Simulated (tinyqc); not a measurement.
Born-von Karman spring model of a cubic crystal with one atom per cell. From C11 back to radial spring k2L. Computed by tinyqc, a small Python program. Command: `OMP_NUM_THREADS=1 python tinyqc.py 3002245 3002246 out.jsonl springs inv`. One thread of a shared host (Intel(R) Xeon(R) Processor @ 2.30GHz), about 0.2 s of CPU time with the checks.

First neighbours lie at a/2 (1,1,1) (8 of them), second at a (1,0,0) (6), with all permutations and signs; the volume per atom is Omega = a^3/2. Two shells of springs match a real metal only roughly, above all at the zone boundary.

Inputs (values chosen for the exercise, modelled on tungsten): lattice constant a = 3.165 angstrom; radial spring k1L = 5.28 eV/angstrom^2; transverse spring k1T = -0.19 eV/angstrom^2; transverse spring k2T = -0.034 eV/angstrom^2.

Lattice: bcc.

Constants: 1 eV/angstrom^3 = 160.2176634 GPa.

Method. [ij,kl] = (1/(2 Omega)) sum_R K_ij R_k R_l; C11 = [xx,xx], C44 = [xx,yy], C12 = 2 [xy,xy] - C44; B = (C11 + 2 C12)/3; Zener ratio A = 2 C44/(C11 - C12). K(R) = kL n n^T + kT (1 - n n^T).

Problem. A run gave the result below. Find the radial spring k2L, known to lie between 2.1 and 4.4 eV/angstrom^2.

C11 = 497.645 GPa

Solution.

Each step takes the trial c = (a f_b - b f_a)/(f_b - f_a), f being the result less the target and a, b, c the logarithms of the listed values; c replaces end b, the old b replaces a if the sign of f changed, and otherwise f_a is halved.

Scan of the range:
```
radial spring k2L (eV/angstrom^2)  C11 (GPa)
2.10                                 377.975
2.38                                 406.323
2.69                                 437.709
3.04                                 473.144
3.44                                 513.641
3.89                                 559.201
4.40                                 610.835
```

False position (Illinois rule, in the logarithm of the input) inside the bracket:
```
step    end a    end b    trial  C11 (GPa)
1     3.04000  3.44000  3.27607    497.044
2     3.44000  3.27607  3.28186    497.631
3     3.44000  3.28186  3.28213    497.658
4     3.28186  3.28213  3.28200    497.645
```

C11 rises at every point of a 13-point scan of the range (every second point is shown), so one value fits; it is bracketed by 3.04 and 3.44. The scan shows a straight line, so linear interpolation between any two rows gives the answer at once. Answer: radial spring k2L = 3.282 eV/angstrom^2.
